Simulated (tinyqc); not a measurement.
What moves the carrier density: donors with valley-orbit split 1s states.

Each donor binds at most one electron, in any of its states. For a site s, W_s = sum over its states of g exp(E/kT), and the ionised share is 1/(1 + W_s exp(eta)), eta = (EF - Ec)/kT; n = Nc F_1/2(eta); neutrality n + NA = ND x (mean ionised share); holes are neglected. Nc from N = 2 (m kB T/(4 pi c))^(3/2) with c = hbar^2/2m0, in 1/angstrom^3; times 1e24 for 1/cm^3, m = md. F_j(eta) = (1/Gamma(j + 1)) integral_0^infinity x^j dx/(1 + exp(x - eta)), which tends to exp(eta) for eta << 0.

Mobility (Caughey-Thomas form): mu = mu0 + (mu1 (T/300)^(-ga) - mu0)/(1 + ((ND + NA)/Nr)^de); rho = 1/(e n mu), e = 1.602176634e-19 C.

Constants: hbar^2/2m0 = 3.80998211 eV angstrom^2; kB = 8.617333262e-05 eV/K.

Values chosen for the exercise (near those of P in Si; not measured data):
- md = 1.052 m0 (density-of-states mass of the conduction band)
- E = (45.4, 33.3, 32.1) meV (binding energies of 1s(A1), 1s(T2), 1s(E))
- g = (2, 6, 4) (their degeneracies with spin)
- ND = 2e+15 1/cm^3 (donors)
- NA = 0 1/cm^3 (compensating acceptors, all ionised)
- T = 300 K
- mu0 = 71 cm^2/(V s) (mobility at heavy doping)
- mu1 = 1334 cm^2/(V s) (mobility at light doping and 300 K)
- Nr = 1e+17 1/cm^3 (reference doping)
- de = 0.72 (doping exponent)
- ga = 2.3 (temperature exponent)

All results formed anew. Each row changes one parameter from the base and keeps the others.

Results:

| case | eta | n (1/cm^3) | rho (ohm cm) |
|---|---|---|---|
| base | -9.517 | 1.993e+15 | 2.480 |
| E = (50.4, 33.3, 32.1) meV | -9.517 | 1.993e+15 | 2.480 |
| md = 1.157 m0 | -9.659 | 1.994e+15 | 2.479 |
| ND = 4e+15 1/cm^3 | -8.827 | 3.973e+15 | 1.287 |
| NA = 2e+14 1/cm^3 | -9.622 | 1.794e+15 | 2.766 |
| T = 330 K | -9.659 | 1.995e+15 | 3.083 |
| Nr = 2e+17 1/cm^3 | -9.517 | 1.993e+15 | 2.428 |

The largest shifts from the base row, up to three for each result and ties (the steps differ in size, so this ranks the rows, not the parameters). eta: ND +0.690, md -0.142, T -0.142; unchanged at the printed digits by E and Nr. n (1/cm^3): ND +1.98e+15, NA -1.99e+14, T +1.62e+12; unchanged at the printed digits by E and Nr. rho (ohm cm): ND -1.19, T +0.603, NA +0.286; unchanged at the printed digits by E.

(tinyqc, `OMP_NUM_THREADS=1 python tinyqc.py 1680761 1680762 out.jsonl`, Intel(R) Xeon(R) Processor @ 2.30GHz, 1 thread, shared host, about 0.01 s.)
